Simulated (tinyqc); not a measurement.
Free and trapped electrons in a MOS channel with a dense trap tail: two steps of the calculation.

p-type body, charge-sheet picture, full ionisation (an idealisation for deep acceptors), Boltzmann statistics for free electrons. e = Ec - EF at the surface. Acceptor-like traps of density D(E) = D0 + De exp(-E/Ew) at depth E below Ec, from 0 to Eu, hold n_t = integral of D(E)/(1 + exp((e - E)/Vt)). psi = Eg - Vt ln(Nv/Na) - e; N_dep = sqrt(2 eps0 eps_r Na (psi - Vt)/q); n_f = sqrt(N_dep^2 + 2 eps0 eps_r Vt Nc exp(-e/Vt)/q) - N_dep; Vg = Vfb + psi + q (N_dep + n_t + n_f)/Cox, Cox = eps0 eox/tox.

Inputs (values chosen for the exercise); band and dielectric values close to those of 4H silicon carbide:
- T = 300 K (temperature)
- Eg = 3.24 eV (band gap)
- eps_r = 9.51 (relative permittivity)
- Nc = 1.68e19 cm^-3 (conduction-band density of states at T)
- Nv = 2.49e19 cm^-3 (valence-band density of states at T)
- eox = 3.9 (relative permittivity of the insulator)
- tox = 27 nm (insulator thickness)
- Na = 1.3e17 cm^-3 (acceptor density)
- Vfb = -2.04 V (flat-band voltage without trapped charge)
- D0 = 2.1e11 cm^-2 eV^-1 (constant background density of acceptor-like traps)
- De = 5.5e13 cm^-2 eV^-1 (density of the tail at the conduction edge)
- Ew = 0.06 eV (decay energy of the tail)
- Eu = 0.68 eV (depth below Ec down to which the traps reach)
- mf = 91 cm^2/(V s) (mobility of free electrons)
- e = 0.031 eV (Ec - EF at the surface)

Constants: q = 1.602176634e-19 C, kB = 1.380649e-23 J/K, Vt = kB T/q, eps0 = 8.8541878128e-14 F/cm where lengths are in cm. Results are converted to the units shown.

Problem 1. Trapped charge. Trapezoid rule on 13 equal steps from 0 to Eu, f = 1/(1 + exp((e - E)/Vt)).

Wanted: E; D(E) f; n_t.

Solution 1.

```
point,E (eV),D(E) f (cm^-2 eV^-1)
0,0,1.2788e13
1,0.052308,1.6135e13
2,0.10462,9.2903e12
3,0.15692,4.2005e12
4,0.20923,1.8904e12
5,0.26154,9.1341e11
6,0.31385,5.0421e11
7,0.36615,3.3304e11
8,0.41846,2.6146e11
9,0.47077,2.3152e11
10,0.52308,2.1900e11
11,0.57538,2.1376e11
12,0.62769,2.1157e11
13,0.68000,2.1066e11
```

n_t = 2.1396e12 cm^-2

Problem 2. Charges and gate voltage. psi, N_dep, n_f and Vg as defined, with the n_t given; free share n_f/(n_f + n_t); apparent mobility mf n_f/(n_f + n_t); gate voltage spent on traps q n_t/Cox.

n_t = 2.1395575e12 cm^-2

Give: psi; N_dep; n_f; Vg; free share; apparent mobility; gate voltage spent on traps.

Solution 2.

psi = 3.0731 V
N_dep = 2.0406e12 cm^-2
n_f = 3.1317e11 cm^-2
Vg = 6.6621 V
free share = 12.768 %
apparent mobility = 11.619 cm^2/(V s)
gate voltage spent on traps = 2.6803 V

Program tinyqc, `OMP_NUM_THREADS=1 python tinyqc.py 2222152 2222153 out.jsonl`; Intel Xeon 2.30GHz, shared host, one thread, about 0.02 s.
